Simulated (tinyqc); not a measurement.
What each parameter does: buckled dimers of a reconstructed (001) surface, two dangling bonds a dimer.

In a dimer one atom moves up by z and the other down by z; the dangling bond of the up atom (more s-like) falls by gm z and that of the down atom rises by gm z. With all dimers tilted alike: H(k) = [[-gm z - 2 ta cos k, -tp - 2 tx cos k], [., gm z - 2 ta cos k]], k along the row in 1/a. Two electrons a dimer fill the lowest N of the 2N levels on the mesh k_j = (j + 1/2) pi/N. Total energy a dimer: W(z) = (2/N) sum of the filled levels + kf z^2. Repulsion between electrons is left out.

Values chosen for the exercise (of the size met on Si(001); shifted at random, so the results belong to these values and not to a real crystal): tp = 0.15 eV (pi coupling inside a dimer); ta = 0.13 eV (coupling between like atoms along the row); tx = 0.03 eV (diagonal coupling along the row); gm = 1.97 eV/angstrom (shift of a dangling bond with height); kf = 7.7 eV/angstrom^2 (force constant of buckling); N = 16 (k points).

z minimises W on 0 to 1 angstrom; gain over flat dimers; gap on 201 points from 0 to pi.

One parameter was then changed.

Results before and after:

| case | z (angstrom) | gain (eV) | gap (eV) |
|---|---|---|---|
| base | 0.2436 | 0.1637 | 0.4919 |
| changed | 0.2666 | 0.2410 | 0.6595 |

Which of these changes was made? (a) tp = 0.128 eV; (b) kf = 6.93 eV/angstrom^2; (c) tx = 0.06 eV; (d) gm = 2.128 eV/angstrom; (e) ta = 0.16 eV.

Answer: (d) gm = 2.128 eV/angstrom. Of the candidates, run in turn, only this one gives the changed row.

All candidates:

| case | z (angstrom) | gain (eV) | gap (eV) |
|---|---|---|---|
| base | 0.2436 | 0.1637 | 0.4919 |
| tp = 0.128 eV | 0.2467 | 0.1682 | 0.4918 |
| ta = 0.16 eV | 0.2436 | 0.0999 | 0.3719 |
| tx = 0.06 eV | 0.2414 | 0.1735 | 0.5035 |
| gm = 2.128 eV/angstrom | 0.2666 | 0.2410 | 0.6595 |
| kf = 6.93 eV/angstrom^2 | 0.2732 | 0.2150 | 0.6035 |

Run: tinyqc, `OMP_NUM_THREADS=1 python tinyqc.py 1450821 1450822 out.jsonl`; Intel(R) Xeon(R) Processor @ 2.30GHz, one thread, shared host; about 0.03 s of CPU time with all checks.
